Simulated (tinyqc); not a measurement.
Inside a calculation (part 1 of 2). Method: UHF in the 6-311g basis, for H2, spin multiplicity 1. Computed by tinyqc, a small Python program that keeps every step (integrals from PySCF). Settings: charge = 0, multiplicity = 1, basis = 6-311g, energy threshold = 1e-09, iteration cap = 89, orthogonalisation = symmetric, start = Wolfsberg-Helmholz matrix, DIIS depth = 6, DIIS from iteration = 3, method = UHF, break = 0.7. Command: `OMP_NUM_THREADS=1 python tinyqc.py 23137 23138 out.jsonl` (the two numbers bound the seeds that draw the settings). One thread of a shared host (Intel(R) Xeon(R) Processor @ 2.60GHz), about 0.1 s of CPU time with the checks. Later iterations appear only in the table of the cycle.

## One-electron integrals

Geometry (angstrom):
```
atom         x         y         z
H     0.000000  0.000000  0.000000
H     0.000000  0.000000  1.354000
```

Basis 6-311g: exponents (1/bohr^2) and contraction coefficients of normalised primitives:
```
element  l (shell)   exponent  coefficient
H            s (1)  33.865000     0.025494
H            s (1)   5.094790     0.190373
H            s (1)   1.158790     0.852161
H            s (2)   0.325840     1.000000
H            s (3)   0.102741     1.000000
```

Overlap, kinetic and nuclear-attraction integrals over the contracted functions; the nuclear repulsion is the sum of Za Zb / Rab.

nuclear repulsion = 0.39082512 hartree

overlap S, order 1H 1s, 1H 2s, 1H 3s, 2H 1s, 2H 2s, 2H 3s:
$$\begin{pmatrix}
1.000000 & 0.706377 & 0.373664 & 0.016821 & 0.130083 & 0.200804 \\
0.706377 & 1.000000 & 0.788963 & 0.130083 & 0.344170 & 0.473112 \\
0.373664 & 0.788963 & 1.000000 & 0.200804 & 0.473112 & 0.714397 \\
0.016821 & 0.130083 & 0.200804 & 1.000000 & 0.706377 & 0.373664 \\
0.130083 & 0.344170 & 0.473112 & 0.706377 & 1.000000 & 0.788963 \\
0.200804 & 0.473112 & 0.714397 & 0.373664 & 0.788963 & 1.000000
\end{pmatrix}$$

kinetic energy T (hartree), order 1H 1s, 1H 2s, 1H 3s, 2H 1s, 2H 2s, 2H 3s:
$$\begin{pmatrix}
2.304348 & 0.549119 & 0.106346 & -0.047606 & -0.012896 & 0.033477 \\
0.549119 & 0.488760 & 0.184881 & -0.012896 & 0.048601 & 0.073069 \\
0.106346 & 0.184881 & 0.154112 & 0.033477 & 0.073069 & 0.085412 \\
-0.047606 & -0.012896 & 0.033477 & 2.304348 & 0.549119 & 0.106346 \\
-0.012896 & 0.048601 & 0.073069 & 0.549119 & 0.488760 & 0.184881 \\
0.033477 & 0.073069 & 0.085412 & 0.106346 & 0.184881 & 0.154112
\end{pmatrix}$$

nuclear attraction V (hartree), order 1H 1s, 1H 2s, 1H 3s, 2H 1s, 2H 2s, 2H 3s:
$$\begin{pmatrix}
-2.501922 & -1.336793 & -0.661025 & -0.026558 & -0.231421 & -0.356510 \\
-1.336793 & -1.300365 & -0.885657 & -0.231421 & -0.460490 & -0.557350 \\
-0.661025 & -0.885657 & -0.862869 & -0.356510 & -0.557350 & -0.656538 \\
-0.026558 & -0.231421 & -0.356510 & -2.501922 & -1.336793 & -0.661025 \\
-0.231421 & -0.460490 & -0.557350 & -1.336793 & -1.300365 & -0.885657 \\
-0.356510 & -0.557350 & -0.656538 & -0.661025 & -0.885657 & -0.862869
\end{pmatrix}$$

core Hamiltonian H = T + V (hartree), order 1H 1s, 1H 2s, 1H 3s, 2H 1s, 2H 2s, 2H 3s:
$$\begin{pmatrix}
-0.197573 & -0.787674 & -0.554679 & -0.074164 & -0.244317 & -0.323033 \\
-0.787674 & -0.811605 & -0.700776 & -0.244317 & -0.411889 & -0.484280 \\
-0.554679 & -0.700776 & -0.708757 & -0.323033 & -0.484280 & -0.571126 \\
-0.074164 & -0.244317 & -0.323033 & -0.197573 & -0.787674 & -0.554679 \\
-0.244317 & -0.411889 & -0.484280 & -0.787674 & -0.811605 & -0.700776 \\
-0.323033 & -0.484280 & -0.571126 & -0.554679 & -0.700776 & -0.708757
\end{pmatrix}$$

## Two-electron integrals

Functions are numbered as in S; the eight-fold symmetry (ij|kl) = (ji|kl) = (kl|ij) leaves the list below.

Two-electron integrals (ij|kl) in chemists' order, unique and non-zero (hartree):
```
(11|11) 1.393035   (21|11) 0.822971   (21|21) 0.509703   (22|11) 0.822904
(22|21) 0.543028   (22|22) 0.644106   (31|11) 0.411256   (31|21) 0.257757
(31|22) 0.279868   (31|31) 0.130794   (32|11) 0.543681   (32|21) 0.365771
(32|22) 0.452669   (32|31) 0.189803   (32|32) 0.325140   (33|11) 0.494021
(33|21) 0.340115   (33|22) 0.445993   (33|31) 0.178035   (33|32) 0.331779
(33|33) 0.361682   (41|11) 0.012684   (41|21) 0.008587   (41|22) 0.010569
(41|31) 0.004458   (41|32) 0.007507   (41|33) 0.007470   (41|41) 0.000341
(42|11) 0.064045   (42|21) 0.044893   (42|22) 0.060874   (42|31) 0.023644
(42|32) 0.045757   (42|33) 0.049935   (42|41) 0.002020   (42|42) 0.016884
(43|11) 0.084868   (43|21) 0.059755   (43|22) 0.082673   (43|31) 0.031546
(43|32) 0.063219   (43|33) 0.071514   (43|41) 0.002625   (43|42) 0.024531
(43|43) 0.037651   (44|11) 0.390805   (44|21) 0.275960   (44|22) 0.387466
(44|31) 0.145925   (44|32) 0.299916   (44|33) 0.346580   (44|41) 0.012684
(44|42) 0.136715   (44|43) 0.218136   (44|44) 1.393035   (51|11) 0.136715
(51|21) 0.086538   (51|22) 0.095428   (51|31) 0.044036   (51|32) 0.065075
(51|33) 0.061467   (51|41) 0.002020   (51|42) 0.010612   (51|43) 0.013867
(51|44) 0.064045   (51|51) 0.016884   (52|11) 0.218574   (52|21) 0.148561
(52|22) 0.187854   (52|31) 0.077364   (52|32) 0.136350   (52|33) 0.141360
(52|41) 0.004653   (52|42) 0.031481   (52|43) 0.043976   (52|44) 0.218574
(52|51) 0.031481   (52|52) 0.076296   (53|11) 0.220534   (53|21) 0.152919
(53|22) 0.203842   (53|31) 0.080256   (53|32) 0.152961   (53|33) 0.168972
(53|41) 0.005123   (53|42) 0.040206   (53|43) 0.059974   (53|44) 0.311372
(53|51) 0.032791   (53|52) 0.089973   (53|53) 0.116919   (54|11) 0.275960
(54|21) 0.194713   (54|22) 0.272192   (54|31) 0.102912   (54|32) 0.210058
(54|33) 0.242209   (54|41) 0.008587   (54|42) 0.086538   (54|43) 0.137075
(54|44) 0.822971   (54|51) 0.044893   (54|52) 0.148561   (54|53) 0.210360
(54|54) 0.509703   (55|11) 0.387466   (55|21) 0.272192   (55|22) 0.375633
(55|31) 0.143588   (55|32) 0.288064   (55|33) 0.331165   (55|41) 0.010569
(55|42) 0.095428   (55|43) 0.149471   (55|44) 0.822904   (55|51) 0.060874
(55|52) 0.187854   (55|53) 0.262898   (55|54) 0.543028   (55|55) 0.644106
(61|11) 0.218136   (61|21) 0.137075   (61|22) 0.149471   (61|31) 0.069610
(61|32) 0.101530   (61|33) 0.095432   (61|41) 0.002625   (61|42) 0.013867
(61|43) 0.018370   (61|44) 0.084868   (61|51) 0.024531   (61|52) 0.043976
(61|53) 0.045674   (61|54) 0.059755   (61|55) 0.082673   (61|61) 0.037651
(62|11) 0.311372   (62|21) 0.210360   (62|22) 0.262898   (62|31) 0.109325
(62|32) 0.189859   (62|33) 0.195544   (62|41) 0.005123   (62|42) 0.032791
(62|43) 0.045674   (62|44) 0.220534   (62|51) 0.040206   (62|52) 0.089973
(62|53) 0.103650   (62|54) 0.152919   (62|55) 0.203842   (62|61) 0.059974
(62|62) 0.116919   (63|11) 0.319235   (63|21) 0.220843   (63|22) 0.293422
(63|31) 0.115821   (63|32) 0.220223   (63|33) 0.244604   (63|41) 0.005888
(63|42) 0.043195   (63|43) 0.063840   (63|44) 0.319235   (63|51) 0.043195
(63|52) 0.109658   (63|53) 0.139268   (63|54) 0.220843   (63|55) 0.293422
(63|61) 0.063840   (63|62) 0.139268   (63|63) 0.184589   (64|11) 0.145925
(64|21) 0.102912   (64|22) 0.143588   (64|31) 0.054378   (64|32) 0.110690
(64|33) 0.127544   (64|41) 0.004458   (64|42) 0.044036   (64|43) 0.069610
(64|44) 0.411256   (64|51) 0.023644   (64|52) 0.077364   (64|53) 0.109325
(64|54) 0.257757   (64|55) 0.279868   (64|61) 0.031546   (64|62) 0.080256
(64|63) 0.115821   (64|64) 0.130794   (65|11) 0.299916   (65|21) 0.210058
(65|22) 0.288064   (65|31) 0.110690   (65|32) 0.220426   (65|33) 0.253622
(65|41) 0.007507   (65|42) 0.065075   (65|43) 0.101530   (65|44) 0.543681
(65|51) 0.045757   (65|52) 0.136350   (65|53) 0.189859   (65|54) 0.365771
(65|55) 0.452669   (65|61) 0.063219   (65|62) 0.152961   (65|63) 0.220223
(65|64) 0.189803   (65|65) 0.325140   (66|11) 0.346580   (66|21) 0.242209
(66|22) 0.331165   (66|31) 0.127544   (66|32) 0.253622   (66|33) 0.294640
(66|41) 0.007470   (66|42) 0.061467   (66|43) 0.095432   (66|44) 0.494021
(66|51) 0.049935   (66|52) 0.141360   (66|53) 0.195544   (66|54) 0.340115
(66|55) 0.445993   (66|61) 0.071514   (66|62) 0.168972   (66|63) 0.244604
(66|64) 0.178035   (66|65) 0.331779   (66|66) 0.361682
```

## Orthogonalisation

S = U s U^T; symmetric (Loewdin) form X = U s^(-1/2) U^T, so that X^T S X = 1.

eigenvalues of S: [0.065204, 0.128383, 0.351393, 0.704843, 1.508015, 3.242162]

X, order 1H 1s, 1H 2s, 1H 3s, 2H 1s, 2H 2s, 2H 3s:
$$\begin{pmatrix}
1.371742 & -0.742630 & 0.202507 & 0.013164 & 0.045258 & -0.056791 \\
-0.742630 & 2.101946 & -1.001021 & 0.045258 & -0.196115 & 0.165273 \\
0.202507 & -1.001021 & 2.003747 & -0.056791 & 0.165273 & -0.757085 \\
0.013164 & 0.045258 & -0.056791 & 1.371742 & -0.742630 & 0.202507 \\
0.045258 & -0.196115 & 0.165273 & -0.742630 & 2.101946 & -1.001021 \\
-0.056791 & 0.165273 & -0.757085 & 0.202507 & -1.001021 & 2.003747
\end{pmatrix}$$

## Starting guess

The start is the generalised Wolfsberg-Helmholz matrix (K = 1.75) built on H, with HOMO and LUMO mixed by +/-0.7 rad for the two spins; D(s) = C_occ C_occ^T for each spin.

D(alpha) at the start, order 1H 1s, 1H 2s, 1H 3s, 2H 1s, 2H 2s, 2H 3s:
$$\begin{pmatrix}
0.000802 & -0.018985 & -0.012142 & 0.005860 & 0.002411 & -0.000534 \\
-0.018985 & 0.449365 & 0.287393 & -0.138691 & -0.057061 & 0.012637 \\
-0.012142 & 0.287393 & 0.183803 & -0.088700 & -0.036493 & 0.008082 \\
0.005860 & -0.138691 & -0.088700 & 0.042805 & 0.017611 & -0.003900 \\
0.002411 & -0.057061 & -0.036493 & 0.017611 & 0.007246 & -0.001605 \\
-0.000534 & 0.012637 & 0.008082 & -0.003900 & -0.001605 & 0.000355
\end{pmatrix}$$

D(beta) at the start, order 1H 1s, 1H 2s, 1H 3s, 2H 1s, 2H 2s, 2H 3s:
$$\begin{pmatrix}
0.042805 & 0.017611 & -0.003900 & 0.005860 & -0.138691 & -0.088700 \\
0.017611 & 0.007246 & -0.001605 & 0.002411 & -0.057061 & -0.036493 \\
-0.003900 & -0.001605 & 0.000355 & -0.000534 & 0.012637 & 0.008082 \\
0.005860 & 0.002411 & -0.000534 & 0.000802 & -0.018985 & -0.012142 \\
-0.138691 & -0.057061 & 0.012637 & -0.018985 & 0.449365 & 0.287393 \\
-0.088700 & -0.036493 & 0.008082 & -0.012142 & 0.287393 & 0.183803
\end{pmatrix}$$

## Iteration 1: building the Fock matrix

J_ij = sum D_kl (ij|kl) with D = D(alpha) + D(beta), K_ij = sum D_kl (ik|jl) for each spin; F = H + J - K(s); E = tr D H + tr D J / 2 - 0.5 sum_s tr D(s) K(s) + E_nn.

Coulomb J (hartree), order 1H 1s, 1H 2s, 1H 3s, 2H 1s, 2H 2s, 2H 3s:
$$\begin{pmatrix}
1.073098 & 0.728171 & 0.379394 & 0.018367 & 0.137884 & 0.206921 \\
0.728171 & 0.929639 & 0.683635 & 0.137884 & 0.337565 & 0.427120 \\
0.379394 & 0.683635 & 0.733846 & 0.206921 & 0.427120 & 0.550448 \\
0.018367 & 0.137884 & 0.206921 & 1.073098 & 0.728171 & 0.379394 \\
0.137884 & 0.337565 & 0.427120 & 0.728171 & 0.929639 & 0.683635 \\
0.206921 & 0.427120 & 0.550448 & 0.379394 & 0.683635 & 0.733846
\end{pmatrix}$$

exchange K(alpha) (hartree), order 1H 1s, 1H 2s, 1H 3s, 2H 1s, 2H 2s, 2H 3s:
$$\begin{pmatrix}
0.350144 & 0.408078 & 0.303715 & -0.013598 & 0.086042 & 0.164995 \\
0.408078 & 0.536515 & 0.422407 & -0.020962 & 0.116409 & 0.229531 \\
0.303715 & 0.422407 & 0.345694 & -0.017879 & 0.093094 & 0.187962 \\
-0.013598 & -0.020962 & -0.017879 & 0.022710 & 0.002280 & -0.008723 \\
0.086042 & 0.116409 & 0.093094 & 0.002280 & 0.035067 & 0.056717 \\
0.164995 & 0.229531 & 0.187962 & -0.008723 & 0.056717 & 0.107519
\end{pmatrix}$$

exchange K(beta) (hartree), order 1H 1s, 1H 2s, 1H 3s, 2H 1s, 2H 2s, 2H 3s:
$$\begin{pmatrix}
0.022710 & 0.002280 & -0.008723 & -0.013598 & -0.020962 & -0.017879 \\
0.002280 & 0.035067 & 0.056717 & 0.086042 & 0.116409 & 0.093094 \\
-0.008723 & 0.056717 & 0.107519 & 0.164995 & 0.229531 & 0.187962 \\
-0.013598 & 0.086042 & 0.164995 & 0.350144 & 0.408078 & 0.303715 \\
-0.020962 & 0.116409 & 0.229531 & 0.408078 & 0.536515 & 0.422407 \\
-0.017879 & 0.093094 & 0.187962 & 0.303715 & 0.422407 & 0.345694
\end{pmatrix}$$

F(alpha) (hartree), order 1H 1s, 1H 2s, 1H 3s, 2H 1s, 2H 2s, 2H 3s:
$$\begin{pmatrix}
0.525380 & -0.467582 & -0.479001 & -0.042198 & -0.192475 & -0.281107 \\
-0.467582 & -0.418482 & -0.439548 & -0.085471 & -0.190733 & -0.286691 \\
-0.479001 & -0.439548 & -0.320605 & -0.098233 & -0.150254 & -0.208640 \\
-0.042198 & -0.085471 & -0.098233 & 0.852814 & -0.061784 & -0.166562 \\
-0.192475 & -0.190733 & -0.150254 & -0.061784 & 0.082967 & -0.073857 \\
-0.281107 & -0.286691 & -0.208640 & -0.166562 & -0.073857 & -0.082430
\end{pmatrix}$$

F(beta) (hartree), order 1H 1s, 1H 2s, 1H 3s, 2H 1s, 2H 2s, 2H 3s:
$$\begin{pmatrix}
0.852814 & -0.061784 & -0.166562 & -0.042198 & -0.085471 & -0.098233 \\
-0.061784 & 0.082967 & -0.073857 & -0.192475 & -0.190733 & -0.150254 \\
-0.166562 & -0.073857 & -0.082430 & -0.281107 & -0.286691 & -0.208640 \\
-0.042198 & -0.192475 & -0.281107 & 0.525380 & -0.467582 & -0.479001 \\
-0.085471 & -0.190733 & -0.286691 & -0.467582 & -0.418482 & -0.439548 \\
-0.098233 & -0.150254 & -0.208640 & -0.479001 & -0.439548 & -0.320605
\end{pmatrix}$$

total energy of this density = -0.68648610 hartree

## Iteration 1: diagonalisation and new density

Diagonalise F' = X^T F X, C = X C', fill 1 alpha and 1 beta electrons from the bottom; D(s) = C_occ C_occ^T. Each column has its largest component positive (the first on a tie).

F' = X^T F X (alpha) (hartree):
$$\begin{pmatrix}
1.574200 & -1.209073 & -0.034482 & 0.085822 & -0.032328 & -0.113031 \\
-1.209073 & 0.699445 & -0.467449 & 0.025397 & -0.142571 & -0.022374 \\
-0.034482 & -0.467449 & 0.091177 & -0.051493 & 0.043752 & -0.119084 \\
0.085822 & 0.025397 & -0.051493 & 1.708393 & -1.031561 & 0.060344 \\
-0.032328 & -0.142571 & 0.043752 & -1.031561 & 1.016422 & -0.289349 \\
-0.113031 & -0.022374 & -0.119084 & 0.060344 & -0.289349 & 0.203362
\end{pmatrix}$$

orbital energies (alpha) (hartree): MO1 -0.498721, MO2 0.063342, MO3 0.341962, MO4 0.449779, MO5 2.453545, MO6 2.483092

coefficients C (alpha), order 1H 1s, 1H 2s, 1H 3s, 2H 1s, 2H 2s, 2H 3s:
$$\begin{pmatrix}
0.179474 & -0.049094 & -0.080279 & 0.054280 & -1.524890 & 0.332156 \\
0.505112 & -0.091122 & -1.216244 & 0.680378 & 1.842535 & -0.662574 \\
0.436894 & -0.678454 & 1.464908 & -1.329202 & -0.904254 & 0.529330 \\
0.014156 & 0.178984 & -0.026522 & -0.133200 & -0.304880 & -1.528397 \\
-0.011547 & 0.174202 & -0.602350 & -1.348977 & 0.150137 & 1.950373 \\
-0.007175 & 1.097009 & 0.294148 & 1.817566 & 0.124255 & -1.026052
\end{pmatrix}$$

F' = X^T F X (beta) (hartree):
$$\begin{pmatrix}
1.708393 & -1.031561 & 0.060344 & 0.085822 & 0.025397 & -0.051493 \\
-1.031561 & 1.016422 & -0.289349 & -0.032328 & -0.142571 & 0.043752 \\
0.060344 & -0.289349 & 0.203362 & -0.113031 & -0.022374 & -0.119084 \\
0.085822 & -0.032328 & -0.113031 & 1.574200 & -1.209073 & -0.034482 \\
0.025397 & -0.142571 & -0.022374 & -1.209073 & 0.699445 & -0.467449 \\
-0.051493 & 0.043752 & -0.119084 & -0.034482 & -0.467449 & 0.091177
\end{pmatrix}$$

orbital energies (beta) (hartree): MO1 -0.498721, MO2 0.063342, MO3 0.341962, MO4 0.449779, MO5 2.453545, MO6 2.483092

coefficients C (beta), order 1H 1s, 1H 2s, 1H 3s, 2H 1s, 2H 2s, 2H 3s:
$$\begin{pmatrix}
0.014156 & 0.178984 & -0.026522 & -0.133200 & -0.304880 & -1.528397 \\
-0.011547 & 0.174202 & -0.602350 & -1.348977 & 0.150137 & 1.950373 \\
-0.007175 & 1.097009 & 0.294148 & 1.817566 & 0.124255 & -1.026052 \\
0.179474 & -0.049094 & -0.080279 & 0.054280 & -1.524890 & 0.332156 \\
0.505112 & -0.091122 & -1.216244 & 0.680378 & 1.842535 & -0.662574 \\
0.436894 & -0.678454 & 1.464908 & -1.329202 & -0.904254 & 0.529330
\end{pmatrix}$$

D(alpha) after iteration 1, order 1H 1s, 1H 2s, 1H 3s, 2H 1s, 2H 2s, 2H 3s:
$$\begin{pmatrix}
0.032211 & 0.090655 & 0.078411 & 0.002541 & -0.002072 & -0.001288 \\
0.090655 & 0.255138 & 0.220680 & 0.007150 & -0.005833 & -0.003624 \\
0.078411 & 0.220680 & 0.190876 & 0.006185 & -0.005045 & -0.003135 \\
0.002541 & 0.007150 & 0.006185 & 0.000200 & -0.000163 & -0.000102 \\
-0.002072 & -0.005833 & -0.005045 & -0.000163 & 0.000133 & 0.000083 \\
-0.001288 & -0.003624 & -0.003135 & -0.000102 & 0.000083 & 0.000051
\end{pmatrix}$$

D(beta) after iteration 1, order 1H 1s, 1H 2s, 1H 3s, 2H 1s, 2H 2s, 2H 3s:
$$\begin{pmatrix}
0.000200 & -0.000163 & -0.000102 & 0.002541 & 0.007150 & 0.006185 \\
-0.000163 & 0.000133 & 0.000083 & -0.002072 & -0.005833 & -0.005045 \\
-0.000102 & 0.000083 & 0.000051 & -0.001288 & -0.003624 & -0.003135 \\
0.002541 & -0.002072 & -0.001288 & 0.032211 & 0.090655 & 0.078411 \\
0.007150 & -0.005833 & -0.003624 & 0.090655 & 0.255138 & 0.220680 \\
0.006185 & -0.005045 & -0.003135 & 0.078411 & 0.220680 & 0.190876
\end{pmatrix}$$

## Iteration 2: building the Fock matrix

As before.

Coulomb J (hartree), order 1H 1s, 1H 2s, 1H 3s, 2H 1s, 2H 2s, 2H 3s:
$$\begin{pmatrix}
1.172717 & 0.783937 & 0.406630 & 0.019940 & 0.149132 & 0.222469 \\
0.783937 & 0.976650 & 0.711288 & 0.149132 & 0.357740 & 0.446943 \\
0.406630 & 0.711288 & 0.752818 & 0.222469 & 0.446943 & 0.567072 \\
0.019940 & 0.149132 & 0.222469 & 1.172717 & 0.783937 & 0.406630 \\
0.149132 & 0.357740 & 0.446943 & 0.783937 & 0.976650 & 0.711288 \\
0.222469 & 0.446943 & 0.567072 & 0.406630 & 0.711288 & 0.752818
\end{pmatrix}$$

exchange K(alpha) (hartree), order 1H 1s, 1H 2s, 1H 3s, 2H 1s, 2H 2s, 2H 3s:
$$\begin{pmatrix}
0.523589 & 0.522881 & 0.375234 & 0.050568 & 0.154330 & 0.223245 \\
0.522881 & 0.592285 & 0.451803 & 0.067382 & 0.190575 & 0.272965 \\
0.375234 & 0.451803 & 0.359694 & 0.056945 & 0.153983 & 0.219950 \\
0.050568 & 0.067382 & 0.056945 & 0.024677 & 0.041565 & 0.044122 \\
0.154330 & 0.190575 & 0.153983 & 0.041565 & 0.090478 & 0.108731 \\
0.223245 & 0.272965 & 0.219950 & 0.044122 & 0.108731 & 0.144204
\end{pmatrix}$$

exchange K(beta) (hartree), order 1H 1s, 1H 2s, 1H 3s, 2H 1s, 2H 2s, 2H 3s:
$$\begin{pmatrix}
0.024677 & 0.041565 & 0.044122 & 0.050568 & 0.067382 & 0.056945 \\
0.041565 & 0.090478 & 0.108731 & 0.154330 & 0.190575 & 0.153983 \\
0.044122 & 0.108731 & 0.144204 & 0.223245 & 0.272965 & 0.219950 \\
0.050568 & 0.154330 & 0.223245 & 0.523589 & 0.522881 & 0.375234 \\
0.067382 & 0.190575 & 0.272965 & 0.522881 & 0.592285 & 0.451803 \\
0.056945 & 0.153983 & 0.219950 & 0.375234 & 0.451803 & 0.359694
\end{pmatrix}$$

F(alpha) (hartree), order 1H 1s, 1H 2s, 1H 3s, 2H 1s, 2H 2s, 2H 3s:
$$\begin{pmatrix}
0.451555 & -0.526618 & -0.523284 & -0.104791 & -0.249515 & -0.323809 \\
-0.526618 & -0.427240 & -0.441290 & -0.162567 & -0.244724 & -0.310302 \\
-0.523284 & -0.441290 & -0.315633 & -0.157509 & -0.191320 & -0.224004 \\
-0.104791 & -0.162567 & -0.157509 & 0.950467 & -0.045303 & -0.192171 \\
-0.249515 & -0.244724 & -0.191320 & -0.045303 & 0.074567 & -0.098219 \\
-0.323809 & -0.310302 & -0.224004 & -0.192171 & -0.098219 & -0.100143
\end{pmatrix}$$

F(beta) (hartree), order 1H 1s, 1H 2s, 1H 3s, 2H 1s, 2H 2s, 2H 3s:
$$\begin{pmatrix}
0.950467 & -0.045303 & -0.192171 & -0.104791 & -0.162567 & -0.157509 \\
-0.045303 & 0.074567 & -0.098219 & -0.249515 & -0.244724 & -0.191320 \\
-0.192171 & -0.098219 & -0.100143 & -0.323809 & -0.310302 & -0.224004 \\
-0.104791 & -0.249515 & -0.323809 & 0.451555 & -0.526618 & -0.523284 \\
-0.162567 & -0.244724 & -0.310302 & -0.526618 & -0.427240 & -0.441290 \\
-0.157509 & -0.191320 & -0.224004 & -0.523284 & -0.441290 & -0.315633
\end{pmatrix}$$

total energy of this density = -1.00744337 hartree
